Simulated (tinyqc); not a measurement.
# Current of a Schottky diode by thermionic-emission-diffusion theory, and its read-back from I-V-T and C-V data, step by step

A worked calculation. Computed by tinyqc, a small Python program that keeps every step. Command: `OMP_NUM_THREADS=1 python tinyqc.py 3030663 3030664 out.jsonl schottky walk`. One thread of a shared host (Intel(R) Xeon(R) Processor @ 2.30GHz), about 0.01 s of CPU time with the checks. Intermediate numbers are printed to about 5 digits and carried at full precision; extremes and crossings named in words are read from the listed rows.

Full ionisation, no tunnelling, no recombination current. V is the voltage across the junction itself, forward positive.

Inputs (values chosen for the exercise, modelled on n-type GaAs):
```
quantity                                     value           unit
Richardson constant A*                        7.89   A/(cm^2 K^2)
effective density of states at 300 K, N_c  4.6e+17         1/cm^3
permittivity eps                              12.9              -
mobility mu                                   7200     cm^2/(V s)
barrier without image force phi_0 (mean)     0.952             eV
doping N                                   4.2e+15         1/cm^3
series resistance R_s                          1.8  milliohm cm^2
junction voltage V                            0.24              V
temperature T                                  300              K
standard deviation sigma                        75            meV
relative change of sigma^2 with bias, rho     0.45            1/V
```

Barrier: Gaussian spread of heights.

Constants: k_B = 8.617333262e-05 eV/K; e = 1.602176634e-19 C; eps_0 = 8.8541878128e-12 F/m.

## Barrier at the given bias

N_c(T) = N_c (T/300 K)^(3/2); V_bi = phi_0 - (k_B T/e) ln(N_c(T)/N); surface field F = sqrt(2 e N (V_bi - V - k_B T/e)/(eps eps_0)); image lowering d_phi = sqrt(e F/(4 pi eps eps_0)); effective barrier phi = phi_0 - d_phi - sigma^2 (1 - rho V)/(2 k_B T).

built-in voltage V_bi = 0.83060 V

surface field F = 25.796 kV/cm

image lowering = 16.969 meV

effective barrier phi = 0.83799 eV

## Current

Collection velocity v_R = A* T^2/(e N_c(T)); diffusion velocity v_D = mu F; J = e N_c(T) v_R/(1 + v_R/v_D) exp(-phi/k_B T) [exp(e V/k_B T) - 1]. Terminal voltage V + J R_s.

v_R = 9.6350e+06 cm/s

v_D = 1.8573e+08 cm/s

current density J = 6.0751e-05 A/cm^2

terminal voltage = 0.24000 V

v_D/v_R = 19.3: emission over the barrier limits the current.

## Read-back from the I-V curve

Ideality n = (e/k_B T)/(d ln J/dV) by a central difference of +/- 1 mV; J_0 = J exp(-e V/(n k_B T)); apparent barrier phi_IV = k_B T ln(A* T^2/J_0); a C-V plot gives phi_CV = phi_0, the mean without lowering.

ideality factor n = 1.0610

extrapolated J_0 = 9.6290e-09 A/cm^2

apparent barrier phi_IV = 0.82550 eV

phi_CV - phi_IV = 126.50 meV

n exceeds 1 because forward bias lowers the field, which weakens the image lowering, and narrows the spread of barriers.

## Temperature series and Richardson plot

A least-squares line of ln(J_0/T^2) against 1/(k_B T) gives a barrier (minus the slope) and a Richardson constant (exp of the intercept).

At the same junction voltage:
```
T (K)  1/k_B T (1/eV)       n  J_0 (A/cm^2)  phi_IV (eV)  ln(J_0/T^2)
200            58.023  1.0881    1.2264e-14      0.77029      -42.629
250            46.418  1.0715    3.1551e-11      0.80331      -35.222
300            38.682  1.0610    9.6290e-09      0.82550      -29.866
350            33.156  1.0537    7.3679e-07      0.84156      -25.837
400            29.011  1.0483    2.2032e-05      0.85386      -22.706
450            25.788  1.0438    3.3879e-04      0.86375      -20.209
```

barrier from the Richardson plot = 0.69587 eV

Richardson constant from the plot = 0.073426 A/(cm^2 K^2)

From 200 to 450 K n goes from 1.088 to 1.044 and phi_IV from 0.770 to 0.864 eV. The plot returns 0.696 eV against phi_0 = 0.952 and a constant 0.00931 times the true A*: a spread of barriers lets cold carriers pick the low patches, which bends the plot and lowers both numbers.

## Forward curve with series resistance

Terminal voltage V + J R_s; apparent ideality from neighbouring rows, (e/k_B T) dV_terminal/d ln J.

Forward curve; the last column belongs to the interval up to the next row:
```
V (V)  J (A/cm^2)  terminal voltage (V)  apparent n
0.195  1.1769e-05                0.1950       1.061
0.270  1.8131e-04                0.2700       1.062
0.346  2.8864e-03                0.3460       1.065
0.422  4.5749e-02                0.4221       1.083
0.497  6.9497e-01                0.4983       1.327
0.573  1.0842e+01                0.5925       5.040
0.649  1.6622e+02                0.9482      58.650
0.724  2.3590e+03                4.9703           -
```

The resistance takes over where J R_s exceeds k_B T/e, at J = 14.4 A/cm^2; the apparent ideality climbs from 1.06 to 58.6, so barrier and n must be read below that current. Rows where the resistance drops more than 1 V are formal, since self-heating is left out.

Checks made by the program: v_D = mu F against the drift-diffusion integral over the parabolic barrier, a ratio 2 y Dawson(y) with y^2 = (V_bi - V)/(k_B T/e) - 1 (relative difference 2e-02).
